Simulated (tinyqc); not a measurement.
# Energy and delay of logic against supply voltage: optimum supplies against the logic depth

One expression serves below and above threshold: I(Vg) = Ik [ln(1 + exp((Vg - VT + dd V)/(al nf Vt)))]^al, with I_on = I(V) and I_off = I(0). Gate delay td = kd C V/I_on, clock period LD td. Per gate and cycle the switching energy is act C V^2 and the leakage energy I_off V LD td. No short-circuit current, no variation. Minima are sought above 0.09 V; below a few Vt gates no longer switch and the model has no meaning.

V_min minimises the energy and V_EDP the product of energy and td.

Values chosen for this exercise; values of the order met in logic technologies: temperature T = 378 K; threshold voltage at zero drain bias VT = 0.37 V; slope factor nf = 1.17; barrier lowering per volt of supply dd = 0.06; specific current of a gate Ik = 0.5 uA; exponent of the current law al = 1.73; load capacitance of a gate C = 1.2 fF; delay factor kd = 0.7; activity factor act = 0.01.

Constants: q = 1.602176634e-19 C, kB = 1.380649e-23 J/K, Vt = kB T/q. Results are converted to the units shown.

Result of one run:
```
LD,V_min (V),energy at V_min (aJ),leakage share (%),clock at V_min (MHz),V_EDP (V),clock at V_EDP (GHz)
5,0.2569,1.183,33.01,29.84,0.8254,4.883
```

What becomes of these results when the logic depth LD is changed from 5 to 20, all else the same?

Result of the changed run:
```
LD,V_min (V),energy at V_min (aJ),leakage share (%),clock at V_min (MHz),V_EDP (V),clock at V_EDP (GHz)
20,0.3250,1.826,30.56,29.40,0.8297,1.233
```

The whole series:
```
LD,V_min (V),energy at V_min (aJ),leakage share (%),clock at V_min (MHz),V_EDP (V),clock at V_EDP (GHz)
5,0.2569,1.183,33.01,29.84,0.8254,4.883
8,0.2802,1.376,31.55,30.35,0.8263,3.058
12,0.3000,1.561,30.83,30.25,0.8274,2.044
20,0.3250,1.826,30.56,29.40,0.8297,1.233
30,0.3451,2.068,30.87,28.16,0.8325,0.8277
50,0.3710,2.426,31.92,25.98,0.8379,0.5030
80,0.3957,2.830,33.59,23.48,0.8456,0.3201
150,0.4306,3.530,36.96,19.66,0.8620,0.1771
```

As LD goes from 5 to 150, V_min rises from 0.257 to 0.431 V, the energy there rises from 1.18 to 3.53 aJ, the clock there goes from 29.8 through a maximum of 30.4 (at LD = 8 among the rows listed) to 19.7 MHz and V_EDP rises from 0.825 to 0.862 V. act and LD enter V_min only through the ratio act/LD.

Computed by the program tinyqc: `OMP_NUM_THREADS=1 python tinyqc.py 2082202 2082203 out.jsonl`, one thread of a shared Intel Xeon 2.30GHz, about 0.01 s for the whole run.
